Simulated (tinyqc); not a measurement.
Inverter chain driving a load.

N inverters, each f = Hc^(1/N) times larger than the one before: delay tau N (f + pp). Switched capacitance in units of the first input, with output capacitance pp times the input: Hc + (1 + pp)(Hc - 1)/(f - 1).

Inputs (values chosen for the exercise): load over the input capacitance of the chain Hc = 420; parasitic delay of an inverter pp = 0.6; delay unit tau = 1.6 ps.

Result of one run:
```
N       f  delay (ps)  switched capacitance
8  2.1277      34.914                1014.5
```

What becomes of these results when the number of stages N is changed from 8 to 6, all else the same?

Result of the changed run:
```
N       f  delay (ps)  switched capacitance
6  2.7366      32.031                806.05
```

The whole series:
```
N       f  delay (ps)  switched capacitance
2  20.494      67.500                454.39
3  7.4889      38.827                523.32
4  4.5270      32.813                610.08
5  3.3470      31.576                705.65
6  2.7366      32.031                806.05
7  2.3700      33.264                909.34
8  2.1277      34.914                1014.5
9  1.9565      36.813                1120.9
```

The delay goes from 67.5 through a minimum of 31.6 (at N = 5 among the rows listed) to 36.8 ps. The best stage effort solves pp + rho (1 - ln rho) = 0, rho = 3.27, which gives N = ln Hc/ln rho = 5.10. One stage fewer than the best costs 3.9 % in delay and saves 14 % of the switched capacitance.

Computed by the program tinyqc: `OMP_NUM_THREADS=1 python tinyqc.py 2082007 2082008 out.jsonl`, one thread of a shared Intel Xeon 2.30GHz, about 0.01 s for the whole run.
